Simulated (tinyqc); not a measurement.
Inside a calculation: Stoner model of a band ferromagnet. Values are carried at full precision from step to step, so a last printed digit may differ when a step is redone from the rounded ones.

Density of states per atom and spin: flat with a rise to the top, D(e) = (M/W) [1 - sp + 4 sp (e/W + 1/2)^3]. Levels e -/+ I m/2 for up and down spin, m = n_up - n_down, n_up + n_down = nd. At zero temperature e(N) is the energy below which N states lie, and E(m) = sum over spins of integral e D de - I m^2/4.

Inputs chosen for the exercise: W = 5.6 eV (band width, e from -W/2 to W/2); M = 5 (states per atom and spin); nd = 3 (electrons per atom); sp = 0.65 (shape parameter); I = 1.3 eV (Stoner parameter).

## The paramagnetic state and the Stoner criterion

Find EF from nd/2 states per spin, D(EF) and the product I D(EF); below 1 the susceptibility is enhanced by 1/(1 - I D).

EF = 0.5950 eV
D(EF) = 0.8298 1/eV
I D(EF) = 1.0787

The paramagnet is unstable.

## Energy against moment

Tabulate the splitting that the band needs, e(n_up) - e(n_down), against I m, and E(m) - E(0), at nine moments up to saturation m_max = min(nd, 2M - nd).

Energy curve:

| m | e(n_up) (eV) | e(n_down) (eV) | difference (eV) | I m (eV) | E - E(0) (meV) |
|---|---|---|---|---|---|
| 0.000 | 0.5950 | 0.5950 | 0.0000 | 0.0000 | 0.0 |
| 0.375 | 0.8080 | 0.3538 | 0.4542 | 0.4875 | -3.2 |
| 0.750 | 0.9985 | 0.0763 | 0.9222 | 0.9750 | -11.6 |
| 1.125 | 1.1709 | -0.2483 | 1.4192 | 1.4625 | -21.2 |
| 1.500 | 1.3283 | -0.6331 | 1.9615 | 1.9500 | -25.0 |
| 1.875 | 1.4734 | -1.0903 | 2.5637 | 2.4375 | -13.1 |
| 2.250 | 1.6079 | -1.6205 | 3.2284 | 2.9250 | 26.2 |
| 2.625 | 1.7334 | -2.2014 | 3.9348 | 3.4125 | 103.3 |
| 3.000 | 1.8511 | -2.8000 | 4.6511 | 3.9000 | 222.7 |

dE/dm is half of (difference - I m), so E falls wherever I m exceeds the difference.

## The ground state

Take the lowest of E(0), the stationary points e(n_up) - e(n_down) = I m, and saturation.

m = 1.445 muB
exchange splitting I m = 1.879 eV
E - E(0) = -25.2 meV

n_up, n_down: 2.223  0.777

Both spin bands cross the Fermi level (a weak ferromagnet).

## Checks

- States in the band over M against 1: both 1.000000.

Run: tinyqc, `OMP_NUM_THREADS=1 python tinyqc.py 1652396 1652397 out.jsonl`; Intel(R) Xeon(R) Processor @ 2.30GHz, one thread, shared host; about 0.4 s of CPU time with all checks.
